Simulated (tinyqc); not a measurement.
Capacitances against the line height.

Endless row of lines of width wl, height tl and space sl between grounded planes at distance hd; e2 fills the gaps beside the lines, e1 the rest. Laplace's equation is solved on meshes of 3, 6 and 12 steps per unit u and extrapolated (Aitken), which is good to about 0.2 %. C_even (all lines at 1 V) is the capacitance Cg to the planes; C_odd (neighbours in antiphase) = Cg + 4 Cc if only nearest neighbours couple, which defines Cc; total with quiet neighbours Cg + 2 Cc. Plate values 2 eps0 e1 wl/hd and eps0 e2 tl/sl.

Parameters, values chosen for the exercise: relative permittivity above and below the lines e1 = 4.2; relative permittivity between the lines e2 = 2.4; line width, in units u wl = 4 u; space between lines sl = 6 u; distance to each plane hd = 8 u.

Constants: eps0 = 8.8541878128e-12 F/m. Results are converted to the units shown.

The same in every row: plate Cg (aF/um) = 37.2.

Result of one run:
```
tl (u)	Cg (aF/um)	Cc (aF/um)	Cg + 2 Cc (aF/um)	C_odd (aF/um)	plate Cc (aF/um)	share of coupling, 2 Cc/(Cg + 2 Cc) (%)
4	83.2	27.4	138	193	14.2	39.7
```

What becomes of these results when the line height tl is changed from 4 to 8 u, all else the same?

Result of the changed run:
```
tl (u)	Cg (aF/um)	Cc (aF/um)	Cg + 2 Cc (aF/um)	C_odd (aF/um)	plate Cc (aF/um)	share of coupling, 2 Cc/(Cg + 2 Cc) (%)
8	84.0	41.4	167	250	28.3	49.7
```

The whole series:
```
tl (u)	Cg (aF/um)	Cc (aF/um)	Cg + 2 Cc (aF/um)	C_odd (aF/um)	plate Cc (aF/um)	share of coupling, 2 Cc/(Cg + 2 Cc) (%)
2	81.7	20.6	123	164	7.08	33.5
4	83.2	27.4	138	193	14.2	39.7
6	83.8	34.4	153	221	21.3	45.1
8	84.0	41.4	167	250	28.3	49.7
12	84.1	55.6	195	306	42.5	56.9
16	84.1	69.7	224	363	56.7	62.4
```

As tl goes from 2 to 16, Cg rises from 81.7 to 84.1 aF/um, Cc rises from 20.6 to 69.7 aF/um and the share of coupling rises from 33.5 to 62.4 %. Cg is 2.20 times its plate value in the first row and 2.26 times in the last; for Cc the ratios are 2.91 and 1.23. Neighbours in antiphase raise the load by a factor of 1.34 and 1.62 over quiet ones.

Computed by the program tinyqc: `OMP_NUM_THREADS=1 python tinyqc.py 2790214 2790215 out.jsonl`, one thread of a shared Intel Xeon 2.30GHz, about 0.6 s for the whole run.
